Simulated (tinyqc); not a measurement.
Inside a calculation. Model: charge stability of a double quantum dot, constant-interaction model with a charge sensor.

Numbers from tinyqc (`OMP_NUM_THREADS=1 python tinyqc.py 2470033 2470034 out.jsonl`; about 0.01 s on one thread of a shared Intel Xeon 2.30GHz). Printed values are rounded.

Capacitance matrix C = [[C1, -Cm], [-Cm, C2]], C1 = G1 + X1 + Cm + L1, C2 = G2 + X2 + Cm + L2. Gate charges n1 = (G1 V1 + X1 V2)/q, n2 = (X2 V1 + G2 V2)/q. The state (N1, N2) has U = (1/2) d^T E d with d = (N1 - n1, N2 - n2) and E = q^2 C^(-1). Leads at 0 V; no tunnel coupling, spin or level spacing. The sensor reads s1 <N1> + s2 <N2>.

Parameters, values chosen for the exercise:

| symbol | value | unit | meaning |
|---|---|---|---|
| G1 | 18 | aF | gate 1 to dot 1 |
| G2 | 28 | aF | gate 2 to dot 2 |
| X1 | 1.4 | aF | gate 2 to dot 1 |
| X2 | 3.2 | aF | gate 1 to dot 2 |
| Cm | 43 | aF | between the dots |
| L1 | 88 | aF | dot 1 to leads and ground |
| L2 | 120 | aF | dot 2 to leads and ground |
| s1 | 0.88 |  | sensor weight of dot 1 |
| s2 | 0.32 |  | sensor weight of dot 2 |
| T | 0.25 | K | temperature |
| V1 | 13.3 | mV | voltage of gate 1 |
| V2 | 4.84 | mV | voltage of gate 2 |

Constants: q = 1.602176634e-19 C, kB = 1.380649e-23 J/K, Vt = kB T/q. Results are converted to the units shown.

## Charging energies and lever arms

E = q^2 C^(-1) holds EC1, EC2 on the diagonal and ECm off it; the lever arms are A = C^(-1) [[G1, X1], [X2, G2]] (row: dot, column: gate).

C (aF):
```
       1      2
1  150.4    -43
2    -43  194.2
```

E (meV):
```
          1         2
1  1.137272  0.251816
2  0.251816  0.880771
```

lever arms (eV/V):
```
           1          2
1  0.1327988  0.0539456
2  0.0458823  0.1561260
```

gate charges: n1 1.536510, n2 1.111488

ECm is 25.2 % of the geometric mean of EC1 and EC2.

## Energies and occupation of the charge states

U for N1, N2 = 0, 1, 2; p is proportional to exp(-U/kB T), normalised over these nine states.

```
state   U (meV)          p
(0,0)  2.316581  0.0000000
(0,1)  1.391082  0.0000000
(0,2)  1.346354  0.0000000
(1,0)  0.857897  0.0000000
(1,1)  0.184214  0.0380334
(1,2)  0.391302  0.0000025
(2,0)  0.536484  0.0000000
(2,1)  0.114618  0.9619640
(2,2)  0.573522  0.0000000
```

mean charges: <N1> 1.961964, <N2> 1.000003
sensor signal = 2.046529

The ground state is (2,1), 0.0696 meV (3.23 kB T) below (1,1).

## Triple points

The states (0,0), (1,0), (0,1) meet where E n = (EC1/2, EC2/2), and (1,1), (1,0), (0,1) where E n = (EC1/2 + ECm, EC2/2 + ECm); the gate voltages follow from n.

gate charges:
```
                       n1         n2
electron point  0.4155990  0.3811785
hole point      0.5844010  0.6188215
```

gate voltages (mV):
```
                      V1        V2
electron point  3.561251  1.774126
hole point      4.970519  2.972874
```

distance between the points = 1.850144 mV

The line between the two points is the (1,0)-(0,1) transition, where an electron moves from dot to dot.
